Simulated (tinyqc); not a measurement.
Which single mass stands for the valley: donor in an ellipsoidal valley (Kohn-Luttinger variational method). Computed by tinyqc, a small Python program. Command: `OMP_NUM_THREADS=1 python tinyqc.py 3001339 3001340 out.jsonl kohnlutt walk`. One thread of a shared host (Intel(R) Xeon(R) Processor @ 2.30GHz), about 0.04 s of CPU time with the checks.

H = -(d^2/dx^2 + d^2/dy^2) - gamma d^2/dz^2 - 2/r in units built on m_t, with gamma = m_t/m_l and z along the valley axis. One valley; no valley-orbit or central-cell term.

Inputs (values chosen for the exercise, modelled on GaP): transverse mass m_t = 0.257 m_0; longitudinal mass m_l = 1.19 m_0; dielectric constant eps = 11.2.

Constants: Ry = 13.605693123 eV; a_0 = 0.529177210903 angstrom.

Method:
- Ry* = Ry m_t/eps^2, a* = a_0 eps/m_t, gamma = m_t/m_l.
- Trial function exp(-sqrt((x^2 + y^2)/a^2 + z^2/b^2)) with beta = b/a < 1: E = t/a^2 - u/a, t = (2 + gamma/beta^2)/3, u = 2 arcsin(sqrt(1 - beta^2))/sqrt(1 - beta^2); the best a is 2 t/u and E(beta) = -u^2/(4 t).
- Golden-section search on beta from 0.05 to 0.999, 60 steps.
- Gaussian basis: g = P exp(-al (x^2 + y^2) - be z^2) with P = 1 (s-like), z (2p0) or x (2p+-); al = 0.004 x 2.6^k, k = 0..11, and be/al = 1, gamma^(-1/2) or 1/gamma (36 functions); 1/r = (2/sqrt(pi)) int exp(-t^2 r^2) dt by 48 Gauss-Legendre points after t = sqrt(al_i + al_j) tan(theta); overlap eigenvalues below 1e-10 are dropped.
- A hydrogenic level is Ry m/eps^2 for one mass m; errors are against the Gaussian basis.

gamma = 0.215966

1s binding energy, Gaussian basis = 43.2905 meV

1s binding energy, trial function = 43.2355 meV

1s binding energy:
```
rule                                      mass (m_0)  binding (meV)  error (%)
transverse mass                               0.2570          27.88     -35.61
conductivity mass 3/(2/m_t + 1/m_l)           0.3479          37.74     -12.83
density-of-states mass (m_t^2 m_l)^(1/3)      0.4284          46.46       7.32
longitudinal mass                             1.1900         129.07     198.15
trial function with a and b                        -          43.24      -0.13
mass that fits 1s                             0.3991          43.29       0.00
```

What does the comparison show, and why?

The conductivity mass, which is what a spherical trial function (a = b) gives, falls short by 12.8 %, as a restricted variational bound must; the density-of-states mass is off by +7.3 %. The mass that fits lies between the two.

Extremes, crossings and ranges named in words are read from the listed rows.
